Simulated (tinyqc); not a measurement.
From results back to parameters: image-charge renormalisation of a gap near a dielectric or metal. Three cases, with inputs chosen for the exercise.

Problem. A small molecule or defect in vacuum at height z above the image plane of a substrate has both its electron and hole levels stabilised by (e^2/4 pi eps0)(es - 1)/((es + 1) 4 z), so its gap shrinks by twice that. The reduced gap is given.

Constants: e^2/(4 pi eps0) = 14.39964547 eV angstrom.

Find: reduction; (es - 1)/(es + 1); z.

Method. z = (e^2/4 pi eps0)(es - 1)/((es + 1) 2 x reduction). Local and hybrid functionals miss this shift, since it is a non-local correlation effect.

Case 1.

Values chosen: E0 = 7.8 eV (quasiparticle gap far from the surface); es = 10000 (dielectric constant of the substrate (1e4: a metal)).

gap near the surface = 6.41570 eV

Solution.

reduction = 1.3843 eV
(es - 1)/(es + 1) = 0.9998
z = 5.20 angstrom

Case 2.

Values chosen: E0 = 6.2 eV (quasiparticle gap far from the surface); es = 4.5 (dielectric constant of the substrate (1e4: a metal)).

gap near the surface = 5.31890 eV

Solution.

reduction = 0.8811 eV
(es - 1)/(es + 1) = 0.6364
z = 5.20 angstrom

Case 3.

Values chosen: E0 = 7.24 eV (quasiparticle gap far from the surface); es = 4.5 (dielectric constant of the substrate (1e4: a metal)).

gap near the surface = 6.69456 eV

Solution.

reduction = 0.5454 eV
(es - 1)/(es + 1) = 0.6364
z = 8.40 angstrom

Computed by tinyqc, one run a case: `OMP_NUM_THREADS=1 python tinyqc.py N N+1 out.jsonl` with N = 1850227, 1850232, 1850237; one thread of a shared Intel(R) Xeon(R) Processor @ 2.30GHz, about 0.03 s a run at most.
